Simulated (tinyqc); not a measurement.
Comparisons within one model: ellipsoidal valleys in the axes of a wafer and a channel. A value that a table varies takes the place of the one given here.

Valleys with axes a along x, y and z, two valleys each; inverse mass tensor w = 1/mt + (1/ml - 1/mt) a a. Device axes: z = nz/|nz|, x = nx/|nx|, y = z cross x; in them a = (ax, ay, az). Confinement mass mz = 1/w_zz. In the plane w_ij is replaced by u_ij = w_ij - w_iz w_jz/w_zz (i, j = x, y); density-of-states mass md = 1/sqrt(det u); conductivity mass along x mc = 1/u_xx; ballistic transport mass mx = u_yy/det u, width mass my = 1/u_yy.

Hard walls: E_n = c (n pi/t)^2/mz, c = hbar^2/2m0, n = 1, 2, 3. Non-degenerate share of a valley proportional to md sum_n exp(-E_n/kT); mean 1/mc = sum of share/mc. 1 nm = 10 angstrom.

Constants: hbar^2/2m0 = 3.80998211 eV angstrom^2; kB = 8.617333262e-05 eV/K.

Values chosen for the exercise (near those of the Delta valleys of Si; shifted at random, so the results belong to these values and not to a real crystal): ml = 0.923 m0 (longitudinal mass); mt = 0.187 m0 (transverse mass); t = 2.9 nm (thickness of the film); T = 300 K (temperature); nz = (1, 1, 1) (surface normal (confinement)); nx = (1, -1, 0) (channel direction).

## Wafer and channel orientation

For each face/channel: the lowest ladder (mz, number of valleys, md, E1, share) and the mean conductivity mass over all valleys.

Results:
```
face/channel,mz,valleys,md,E1 (meV),share,mean mc
(113)/[1-10],0.538,2,0.245,83.1,0.985,0.1882
(001)/[110],0.923,2,0.187,48.4,0.997,0.1872
(100)/[011],0.923,2,0.187,48.4,0.997,0.1872
(111)/[1-10],0.255,6,0.356,175.5,1.000,0.2931
(111)/[11-2],0.255,6,0.356,175.5,1.000,0.2931
(112)/[11-1],0.399,2,0.284,112.0,0.936,0.4163
(110)/[1-10],0.311,4,0.322,143.8,0.984,0.5382
```

How do the results move?

The mean conductivity mass is lowest, 0.1872, for (001)/[110] and (100)/[011] and highest, 0.5382, for (110)/[1-10]; the bulk value is 0.2547. The confinement energy is lowest on the face with the heaviest mz ((001), 48 meV). The density of states of the lowest ladder, valleys times md, runs between 0.374 and 2.136; a small value limits the charge through the quantum capacitance. Rows with E1 above about 150 meV are beyond the parabolic range, and other valley families may lie lower.

## What each parameter does

Lowest E1, its share and the mean conductivity mass. Each row changes one parameter from the base and keeps the others.

Results:
```
case,lowest E1 (meV),share,mean mc (m0)
base,175.55,1.0000,0.2931
ml = 0.831 m0,177.34,1.0000,0.2869
mt = 0.206 m0,160.85,1.0000,0.3166
t = 2.61 nm,216.73,1.0000,0.2931
T = 270 K,175.55,1.0000,0.2931
```

How do the results move?

The largest shifts from the base row, up to three for each result and ties (the steps differ in size, so this ranks the rows, not the parameters). lowest E1 (meV): t +41.18, mt -14.70, ml +1.79; unchanged at the printed digits by T. share: unchanged at the printed digits by ml, mt, t and T. mean mc (m0): mt +0.0235, ml -0.0062; unchanged at the printed digits by t and T.

Run: tinyqc, `OMP_NUM_THREADS=1 python tinyqc.py 1880098 1880099 out.jsonl`; Intel(R) Xeon(R) Processor @ 2.30GHz, one thread, shared host; about 0.01 s of CPU time with all checks.
